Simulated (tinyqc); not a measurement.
The integration grid: Kohn-Sham PBE on finer and finer grids in the sto-6g basis, for H3+, spin multiplicity 1. Computed by the program tinyqc with PySCF. Self-consistent on each grid; the net force on the molecule should vanish.

Geometry (angstrom):
```
atom       x       y       z
H     0.0000  0.0000  0.0000
H     0.0000  0.0000  0.9050
H     0.0000  0.9870  0.1180
```

Kohn-Sham energy on Becke grids (radial x angular points per atom):
```
grid       points  residual of the electron count  E (hartree)  E - finest (mhartree)  largest net force without grid terms (hartree/bohr)
10 x 14       412                        1.63e-02     -1.29297               -5.84002                                             1.74e-03
15 x 26      1160                       -1.02e-03     -1.28830               -1.17489                                             1.70e-03
20 x 50      2986                        1.09e-03     -1.28738               -0.25288                                             2.36e-04
30 x 86      7718                        1.76e-04     -1.28718               -0.05320                                             5.11e-05
50 x 194    29064                        7.73e-06     -1.28713               -0.00198                                             1.73e-06
75 x 302    67847                        6.77e-07     -1.28713               -0.00017                                             1.76e-07
120 x 590  211987                        5.96e-09     -1.28713                0.00000                                             1.11e-09
```

What does the comparison show, and why?

The energy is within 0.1 mhartree of the finest grid first at 30 x 86. The error has one sign here, though quadrature is not variational. The electron count and the net force are cheap signs of a poor grid.
